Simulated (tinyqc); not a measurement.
CMOS latch-up, two-transistor model: two steps of the calculation.

A parasitic pnp (emitter at Vdd, base shunted by Rw) and npn (emitter at ground, base shunted by Rs) feed each other: the npn collector current flows out of the pnp base node, the pnp collector current into the npn base node. Forward-active transistors with constant gains: Icn = Isn exp(Vn/Vt), Icp = Isp (exp(Vp/Vt) - 1). A current Ii is injected into the npn base node.

Parameters, values chosen for the exercise; values close to those of bulk CMOS: temperature T = 300 K; current gain of the npn bn = 16.1; current gain of the pnp bp = 5.6; saturation current of the npn at T Isn = 4.3e-15 A; saturation current of the pnp at T Isp = 3.4e-16 A; substrate resistance shunting the npn Rs = 860 ohm; well resistance shunting the pnp Rw = 2800 ohm; current injected into the substrate Ii = 0.531 mA.

Constants: q = 1.602176634e-19 C, kB = 1.380649e-23 J/K, Vt = kB T/q. Results are converted to the units shown.

Question 1. The off branch. Node equations: Vp/Rw + Icp/bp = Icn and Vn/Rs + Icn/bn = Icp + Ii. Loop gain G = gn gp/[(1/Rw + gp/bp)(1/Rs + gn/bn)], gn = Icn/Vt, gp = (Icp + Isp)/Vt; the off state ends where G = 1, and Ii there is the trigger current. For each Vn: Icn, then Vp from the first equation, then Ii from the second.

Vn, point 0 to 7 (V): 0.436  0.516  0.566  0.596  0.616  0.636  0.651  0.666

Find: Icn; Vp; Icp; Ii; G.

Answer 1.

```
point  Icn (mA)    Vp (V)   Icp (mA)  Ii (mA)          G
0      9.077e-5  2.542e-4  3.359e-15   0.5070  1.123e-13
1      0.002004  0.005611  8.242e-14   0.6001  3.037e-12
2       0.01386   0.03882  1.186e-12   0.6590  7.410e-11
3       0.04424    0.1239  4.063e-11   0.6958   5.984e-9
4       0.09590    0.2685   1.102e-8   0.7222   3.179e-6
5        0.2079    0.5811   0.001963   0.7505     0.9908
6        0.3714    0.7298     0.6199   0.1602      36.13
7        0.6634    0.7625      2.190   -1.374      50.93
```

Ii peaks at 0.7505 mA, at Vn = 0.6360 V where G = 1; beyond it the loop feeds itself.

Question 2. Response to the injected current, once round the loop per iteration. Icn = Isn exp(Vn/Vt); Vp solves Vp/Rw + Icp/bp = Icn; Vn(new) solves Vn/Rs + (Isn/bn) exp(Vn/Vt) = Icp + Ii.

Vn at the start = 0.49 V

Find: Icn; Vp; Icp; Vn after iteration 1.

Answer 2.

Icn = 7.330e-4 mA
Vp = 0.002052 V
Icp = 2.809e-14 mA
Vn after iteration 1 = 0.4566 V

tinyqc, about 0.09 s, one thread, Intel Xeon 2.30GHz (shared host): `OMP_NUM_THREADS=1 python tinyqc.py 2670112 2670113 out.jsonl`
